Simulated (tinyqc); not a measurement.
Gamma, L and X subbands of a thin body with non-parabolic valleys: one step. Valley groups.

Hard walls, flat band, c = hbar^2/2m0, energies from the bulk Gamma edge. For a valley at angle theta to the normal 1/m_z = cos^2/ml + sin^2/mt and m_d = sqrt(ml mt^2/m_z). Subband n starts at E_v + e with e (1 + a e) = c (n pi/t)^2/m_z, and its density-of-states mass is taken as m_d (1 + 2 a e), without further growth at higher in-plane energy. Groups are named by valley and degeneracy.

Constants: hbar^2/2m0 = 3.80998211 eV angstrom^2.

Inputs chosen for the exercise (near those of a thin GaSb channel; the results hold for these values, not for the real material): face = 100 (surface); mG = 0.0391 m0 (Gamma mass); aG = 1.14 1/eV (Gamma non-parabolicity); EL = 0.078 eV (L edge above Gamma); mL = (1.289, 0.1) m0 (L valleys (four, along <111>): ml, mt); EX = 0.329 eV (X edge above Gamma); mX = (1.51, 0.219) m0 (X valleys (three, along <100>): ml, mt); aS = 0.46 1/eV (non-parabolicity of L and X).

Question. List degeneracy, edge, m_z, m_d and a.

Give: Groups.

Answer.

Groups:

| group | g | E_v (eV) | m_z | m_d | a (1/eV) |
|---|---|---|---|---|---|
| G1 | 1 | 0.000 | 0.0391 | 0.0391 | 1.14 |
| L4 | 4 | 0.078 | 0.1444 | 0.2988 | 0.46 |
| X1 | 1 | 0.329 | 1.5100 | 0.2190 | 0.46 |
| X2 | 2 | 0.329 | 0.2190 | 0.5751 | 0.46 |

tinyqc: `OMP_NUM_THREADS=1 python tinyqc.py 1280974 1280975 out.jsonl`; about 0.05 s, one thread, shared Intel(R) Xeon(R) Processor @ 2.30GHz.
